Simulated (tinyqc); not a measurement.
Resonant-tunnelling diode, transfer matrices and Tsu-Esaki current: one step of the calculation.

Emitter (band edge 0), barrier d1, well Lw, barrier d2, collector (edge -V). The bias drops linearly over these layers and none in the contacts; each layer is cut into ns equal slices, flat at the value of their centres. E is the energy of motion across the layers, C = hbar^2/(2 m0), psi and psi'/m are continuous. Transport is coherent, T(E) is taken as independent of the transverse momentum, and charge in the well is ignored.

Question. Running product of the slice matrices at the trial energy. For the pair (psi, psi'/m) a flat layer has M = [[cos kd, (m/k) sin kd], [-(k/m) sin kd, cos kd]] with k = sqrt(m (E - U)/C) above its edge U, and M = [[cosh Kd, (m/K) sinh Kd], [(K/m) sinh Kd, cosh Kd]] with K = sqrt(m (U - E)/C) below it. Later slices stand to the left. With M acting on (psi, psi'/m) and v = k/m in each lead, T(E) = 4 vL vR/[(vL vR M12 - M21)^2 + (vR M11 + vL M22)^2]. vL = sqrt(mw E/C)/mw, vR = sqrt(mw (E + V)/C)/mw.

Parameters, values chosen for the exercise; masses and offsets of a made-up heterostructure:

| symbol | value | unit | meaning |
|---|---|---|---|
| mw | 0.051 | m0 | mass in the well, spacer and contacts |
| ns | 4 |  | slices in each layer |
| V | 0.02 | V | bias of the collector |
| E | 0.01976 | eV | trial energy |

Constants: q = 1.602176634e-19 C, hbar = 1.054571817e-34 J s, m0 = 9.1093837015e-31 kg, hbar^2/(2 m0) = 0.0380998212 eV nm^2. Results are converted to the units shown.

| slice | U (eV) | m (m0) | width (nm) |
|---|---|---|---|
| 0 | 0.16956376 | 0.1 | 0.65 |
| 1 | 0.16869128 | 0.1 | 0.65 |
| 2 | 0.16781879 | 0.1 | 0.65 |
| 3 | 0.16694631 | 0.1 | 0.65 |
| 4 | -0.00511745 | 0.051 | 2.425 |
| 5 | -0.00837248 | 0.051 | 2.425 |
| 6 | -0.01162752 | 0.051 | 2.425 |
| 7 | -0.01488255 | 0.051 | 2.425 |
| 8 | 0.15305369 | 0.1 | 0.65 |
| 9 | 0.15218121 | 0.1 | 0.65 |
| 10 | 0.15130872 | 0.1 | 0.65 |
| 11 | 0.15043624 | 0.1 | 0.65 |

Give: Product after each layer; T(E).

Answer.

Product after each layer:

|  | M11 | M12 (nm) | M21 (1/nm) | M22 |
|---|---|---|---|---|
| barrier d1 | 2.639 | 0.3902 | 15.21 | 2.627 |
| well | 2.913 | 0.5210 | -16.51 | -2.610 |
| barrier d2 | 0.8844 | 0.2866 | -2.085 | 0.4552 |

T(E) = 0.8436

tinyqc, about 0.1 s, one thread, Intel Xeon 2.30GHz (shared host): `OMP_NUM_THREADS=1 python tinyqc.py 2600071 2600072 out.jsonl`
